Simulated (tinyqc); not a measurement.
Collinear exchange A + BC -> AB + C on a London-Eyring-Polanyi-Sato surface: saddle, string of images and rate: one step, computed by the program tinyqc. Command: `OMP_NUM_THREADS=1 python tinyqc.py 3112508 3112509 out.jsonl leps walk`. One thread of a shared host (Intel(R) Xeon(R) Processor @ 2.30GHz), about 0.03 s of CPU time with the checks.

x = r(AB), y = r(BC), r(AC) = x + y. V is counted from separated atoms, the barrier from A + BC, that is V + D(BC).

Question. Frequencies at the saddle. Wilson matrix G = [[1/m_A + 1/m_B, -1/m_B], [-1/m_B, 1/m_B + 1/m_C]]; eigenvalues lambda of G H give nu = 15.6333042 THz x sqrt(|lambda|), the negative one being imaginary. Reactant: nu_BC from k = 2 D beta^2 and 1/m_B + 1/m_C. Skew angle: cos = sqrt(m_A m_C/((m_A + m_B)(m_B + m_C))).

Inputs (values chosen for the exercise, bond data loosely for abstraction of hydrogen from a Si-H bond by a hydrogen atom; the barrier is not fitted):

| quantity | value | unit |
|---|---|---|
| D(BC) | 4.01 | eV |
| beta(BC) | 1.52 | 1/angstrom |
| mass of A | 1.008 | u |
| mass of B | 1.008 | u |
| mass of C | 28.09 | u |

Hessian (eV/angstrom^2):
```
           x         y
x  -1.446500  6.380537
y   6.380537  8.076597
```

Constants: nu for 1 eV/(angstrom^2 u) = 15.6333042 THz.

Give: imaginary frequency; real frequency at the saddle; nu_BC; skew angle.

Answer.

imaginary frequency = 53.887 THz

real frequency at the saddle = 33.717 THz

nu_BC = 68.219 THz

skew angle = 45.993 degrees
